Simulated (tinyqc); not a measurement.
What moves the results: configuration-coordinate model of carrier capture at a defect. A value that a table varies takes the place of the one given here.

Two parabolas of equal curvature k in one coordinate Q: with the carrier free at the band edge, U_f = k Q^2/2; with the carrier trapped, U_t = k (Q - dQ)^2/2 - ET. ER = k dQ^2/2, Huang-Rhys factor S = ER/hw, hw = 0.0646541 sqrt(k/M) eV for k in eV/angstrom^2 and M in u. The curves cross at a height Eb = (ER - ET)^2/(4 ER) above the free minimum.

Multiphonon factor for giving p = ET/hw phonons to the lattice: W = exp(-S (2 nb + 1)) ((nb + 1)/nb)^(p/2) I_p(x), nb = 1/(exp(hw/kT) - 1), x = 2 S sqrt(nb (nb + 1)), I_p the modified Bessel function. Classical limit: W = hw exp(-Eb/kT)/sqrt(4 pi ER kT). At T = 0: exp(-S) S^p/Gamma(p + 1).

Constants: kB = 8.617333262e-05 eV/K.

Values chosen for the exercise (of the size met at a deep level in Si; the results hold for these values, not for the real material):

| symbol | value | unit | meaning |
|---|---|---|---|
| ET | 0.49 | eV | thermal depth of the level below the band edge |
| ER | 0.24 | eV | relaxation energy |
| hw | 0.037 | eV | phonon energy of the mode |
| T | 400 | K | temperature |

## Capture against temperature

The local activation energy is -d ln W/d(1/kT), by central differences with T changed by 1 %.

Against T:

| T (K) | kT/hw | log10 W | log10 W, classical | activation energy (eV) |
|---|---|---|---|---|
| 40 | 0.093 | -2.134 | -8.643 | 0.0000 |
| 60 | 0.140 | -2.133 | -5.997 | 0.0001 |
| 80 | 0.186 | -2.127 | -4.692 | 0.0006 |
| 120 | 0.279 | -2.095 | -3.413 | 0.0033 |
| 160 | 0.373 | -2.040 | -2.792 | 0.0079 |
| 220 | 0.512 | -1.942 | -2.302 | 0.0156 |
| 300 | 0.699 | -1.822 | -1.971 | 0.0241 |
| 400 | 0.932 | -1.707 | -1.761 | 0.0304 |
| 550 | 1.281 | -1.597 | -1.606 | 0.0332 |

log10 W at T = 0 = -2.134
Eb = 0.0651 eV

At 40 K log10 W is -2.13, against -2.13 at T = 0 and -8.6 classically; at 550 K the two forms differ by +0.01. The activation energy read from an Arrhenius plot goes from 0.000 eV at 40 K to 0.033 at 550 K, with its largest value 0.033 at 550 K, against Eb = 0.065 eV; the classical form itself gives Eb - kT/2. A measured slope therefore understates the barrier.

## Capture against depth of the level

ET is varied at fixed ER, hw and T, as by moving the band edge with alloying or pressure.

Against ET:

| ET/ER | ET (eV) | Eb (eV) | log10 W | log10 W, classical |
|---|---|---|---|---|
| 0.10 | 0.024 | 0.0486 | -1.520 | -1.553 |
| 0.25 | 0.060 | 0.0338 | -1.337 | -1.365 |
| 0.50 | 0.120 | 0.0150 | -1.113 | -1.129 |
| 0.75 | 0.180 | 0.0037 | -0.988 | -0.987 |
| 1.00 | 0.240 | 0.0000 | -0.957 | -0.940 |
| 1.25 | 0.300 | 0.0037 | -1.014 | -0.987 |
| 1.50 | 0.360 | 0.0150 | -1.153 | -1.129 |
| 2.00 | 0.480 | 0.0600 | -1.653 | -1.696 |
| 3.00 | 0.720 | 0.2400 | -3.407 | -3.964 |

Capture is fastest at ET/ER = 1 among these rows, where the barrier vanishes or nearly so. The classical form is symmetric about ET = ER; the quantum one gives -1.11 at 0.5 and -1.15 at 1.5, against -1.13 for both. At ET = 3 ER it lies 0.6 decades above the classical value: deep levels capture by emitting many phonons, and the rate falls with depth by 7.3 decades per eV between the last two rows. Rows deeper than the gap of the host are formal.

## Phonon side bands at T = 0

Weights exp(-S) S^j/j! of the line with j phonons, S = ER/hw; absorption at ET + j hw, emission at ET - j hw (a dash if negative).

Lines:

| j | weight | absorption (eV) | emission (eV) |
|---|---|---|---|
| 0 | 0.00152 | 0.490 | 0.490 |
| 1 | 0.00988 | 0.527 | 0.453 |
| 2 | 0.03206 | 0.564 | 0.416 |
| 3 | 0.06932 | 0.601 | 0.379 |
| 4 | 0.11240 | 0.638 | 0.342 |
| 5 | 0.14582 | 0.675 | 0.305 |
| 6 | 0.15764 | 0.712 | 0.268 |
| 7 | 0.14608 | 0.749 | 0.231 |
| 8 | 0.11844 | 0.786 | 0.194 |
| 9 | 0.08536 | 0.823 | 0.157 |
| 10 | 0.05537 | 0.860 | 0.120 |
| 11 | 0.03265 | 0.897 | 0.083 |
| 12 | 0.01765 | 0.934 | 0.046 |
| 13 | 0.00881 | 0.971 | 0.009 |

The zero-phonon line holds 0.152 % of the band and the largest weight falls on j = 6, next to S = 6.49; the lines listed add to 0.9930.

## What each parameter does

Eb, log10 W and the full width 2.35482 sqrt(ER hw coth(hw/2kT)). Each row changes one parameter from the base and keeps the others.

Results:

| case | Eb (eV) | log10 W | full width (eV) |
|---|---|---|---|
| base | 0.0651 | -1.707 | 0.3168 |
| ET = 0.53 eV | 0.0876 | -1.941 | 0.3168 |
| ER = 0.29 eV | 0.0345 | -1.415 | 0.3483 |
| hw = 0.0444 eV | 0.0651 | -1.611 | 0.3226 |
| T = 430 K | 0.0651 | -1.680 | 0.3266 |

The largest shifts from the base row, up to three for each result and ties (the steps differ in size, so this ranks the rows, not the parameters). Eb (eV): ER -0.0306, ET +0.0225; unchanged at the printed digits by hw and T. log10 W: ER +0.292, ET -0.234, hw +0.096. full width (eV): ER +0.0314, T +0.0098, hw +0.0058; unchanged at the printed digits by ET.

(tinyqc, `OMP_NUM_THREADS=1 python tinyqc.py 1481067 1481068 out.jsonl`, Intel(R) Xeon(R) Processor @ 2.30GHz, 1 thread, shared host, about 0.01 s.)
